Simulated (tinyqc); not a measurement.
Precursor delivery by bubblers, mass-transport growth and the solid composition of a III-V alloy: one step, computed by the program tinyqc.

1 sccm = 44.615 micromol/min; 1 torr = 133.322 Pa. The sources decompose fully at the surface.

Task: Mass transport. Mean velocity u = (F_t/A)(760/p)(T/273); D = D0 (T/273)^1.75 (760/p); boundary layer delta = sqrt(pi D z/u); flux = D dp/(delta k_B T); growth rate = flux x a^3/4.

Inputs (values chosen for the exercise, modelled on triethylgallium (source 1) and trimethylindium (source 2) for the vapour pressures):

| quantity | value | unit |
|---|---|---|
| total flow F_t | 10 | slm |
| reactor pressure p | 40 | torr |
| growth temperature T | 940 | K |
| diffusivity at 273 K and 760 torr | 0.46 | cm^2/s |
| flow cross-section A | 80 | cm^2 |
| distance from the leading edge z | 3.5 | cm |
| lattice constant a | 5.96 | angstrom |

Constants: k_B = 1.380649e-23 J/K.

Give: velocity u; D; boundary layer delta; growth rate per torr of group III.

Result:

velocity u = 136.3 cm/s

D = 76.07 cm^2/s

boundary layer delta = 2.477 cm

growth rate per torr of group III = 601.0 micrometre/(h torr)

Caution: the boundary layer is a quarter or more of the root of the cross-section, so it fills much of the channel and depletion along the flow matters.
